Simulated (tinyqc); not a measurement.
# Hall measurement with a parallel conducting layer

Two layers in parallel, unit Hall factors, low field: 1/Rs = q (ns mu + n2 m2); apparent mobility (ns mu^2 + sg n2 m2^2)/(ns mu + n2 m2); apparent density (ns mu + n2 m2)^2/(ns mu^2 + sg n2 m2^2); a negative value means the sign of the second layer.

Parameters, values chosen for the exercise: sheet density of the layer ns = 4.8e15 cm^-2; drift mobility mu = 46 cm^2/(V s); mobility of the parallel layer m2 = 81 cm^2/(V s); sign of its carriers relative to the first layer sg = 1.

Constants: q = 1.602176634e-19 C. Results are converted to the units shown.

Hall measurement with a parallel conducting layer:
```
n2 (cm^-2),Rs (ohm/square),apparent density (cm^-2),apparent mobility (cm^2/(V s)),share of the conductance in layer 2 (%)
2e13,28.062,4.8086e15,46.255,0.72835
7e13,27.560,4.8312e15,46.876,2.5036
3e14,25.465,4.9545e15,49.470,9.9143
1e15,20.681,5.4483e15,55.394,26.839
5e15,9.9736,9.1157e15,68.651,64.717
2e16,3.3907,2.3968e16,76.802,88.005
8e16,0.93146,8.3921e16,79.847,96.705
3e17,0.25454,3.0391e17,80.685,99.100
1e18,0.076846,1.0039e18,80.905,99.728
```

The apparent mobility rises from 46.3 to 80.9 cm^2/(V s), between mu = 46 and sg m2 = 81. The apparent density never exceeds ns + n2; among the rows it falls to 0.930 of that sum, at n2 = 5e15.

Numbers from tinyqc (`OMP_NUM_THREADS=1 python tinyqc.py 2850142 2850143 out.jsonl`; about 0.01 s on one thread of a shared Intel Xeon 2.30GHz).
